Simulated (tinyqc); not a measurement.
Dielectric confinement in a thin film (image charges), step by step. Values are carried at full precision from step to step, so a last printed digit may differ when a step is redone from the rounded ones.

A film |z| < t/2 of dielectric constant eps between half-spaces of dielectric constant e2; lam = (eps - e2)/(eps + e2), q = e^2/(4 pi eps0). The self-energy of a band edge is taken with the high-frequency value, e2 = eh, and the field of a fixed ion with the static one, e2 = eo. A charge at z has images lam^|n| at n t + (-1)^n z. Its self-energy is S(z) = (q/2 eps) sum over n >= 1 of lam^n [1/(n t - 2z) + 1/(n t + 2z)] for odd n and 2 lam^n/(n t) for even n; at the centre S(0) = -(q/(eps t)) ln(1 - lam).

Constants: e^2/(4 pi eps0) = 14.39964547 eV angstrom; hbar^2/2m0 = 3.80998211 eV angstrom^2; Ry = 13.60569312 eV.

Parameters, chosen for this exercise (near those of a Si (100) film, two-fold valleys, between layers of a low-k oxide; shifted at random, so the results belong to these values and not to a real crystal): t = 32 angstrom (film thickness); eps = 11.7 (dielectric constant of the film); eh = 2 (high-frequency dielectric constant outside); mz = 0.95 m0 (mass across the film); eo = 2.7 (static dielectric constant outside); m = 0.187 m0 (mass in the plane).

## Images for a charge at the centre

Give lam, the first five terms (q/eps) lam^n/(n t), their sum and the closed form.

lam = 0.7080

terms (meV): 27.23  9.64  4.55  2.42  1.37

sum of five = 45.21 meV
S(0) = 47.35 meV

The surroundings screen less than the film, so the images repel and each band edge moves outwards: the gap changes by about 2 S = +95 meV. The static value 2.7 would give S(0) = +37.7 meV.

## Self-energy across the film

S at 2z/t = 0, 0.2, 0.4, 0.6, 0.8 and 0.9, summed to n = 399.

Self-energy:
```
2z/t,z (angstrom),S (meV)
0.0,0.0,47.35
0.2,3.2,48.51
0.4,6.4,52.63
0.6,9.6,62.88
0.8,12.8,96.15
0.9,14.4,163.95
```

Towards the wall S diverges as (q lam/4 eps)/(distance), an artefact of the abrupt interface that the vanishing envelope makes harmless.

## Shift of the subband edge

First order: <S> over the envelope (2/t) cos^2(pi z/t), beside the confinement energy c (pi/t)^2/mz, c = hbar^2/2m0.

<S> = 53.39 meV
confinement energy = 38.65 meV

|<S>| is 1.38 times the confinement energy; the first goes as 1/t and the second as 1/t^2, so they are equal at t = 23 angstrom.

## Binding of a donor

Donor at the centre, lam from the static eo, trial function cos(pi z/t) exp(-rho/l): E(l) = c/(m l^2) - (q/eps) times the integral over k of F(k t) (1 + (k l/2)^2)^(-3/2), with F(x) = F0 + 2 lam exp(-x) G/(1 - lam exp(-x)), F0 = 2[(1 - exp(-x/2))/x + x (1 + exp(-x/2))/(x^2 + 4 pi^2)], G = 2 sinh(x/2)[1/x - x/(x^2 + 4 pi^2)]; c = hbar^2/2m0. The binding energy is -E at the minimum, counted from the subband edge with its self-energy.

Minimise over l with and without images (lam = 0); Ry* = Ry m/eps^2.

Donor:
```
case,l (angstrom),binding (meV),in Ry*
no images,26.4,43.4,2.34
with images,23.0,108.5,5.84
```

Ry* = 18.59 meV

The images change the binding by +65.1 meV, against -2 (q/(eps t)) ln(1 - lam) = +75.4 meV for an orbit much smaller than t. At 300 K the binding is 4.2 kB T, which hinders ionisation.

## Checks

- S(0) from the series against the closed form, meV: both 47.35.
- F(2.3) for lam = 0.7080 from a direct sum over images against the closed form: both 0.8960.

Run: tinyqc, `OMP_NUM_THREADS=1 python tinyqc.py 1280353 1280354 out.jsonl`; Intel(R) Xeon(R) Processor @ 2.30GHz, one thread, shared host; about 0.05 s of CPU time with all checks.
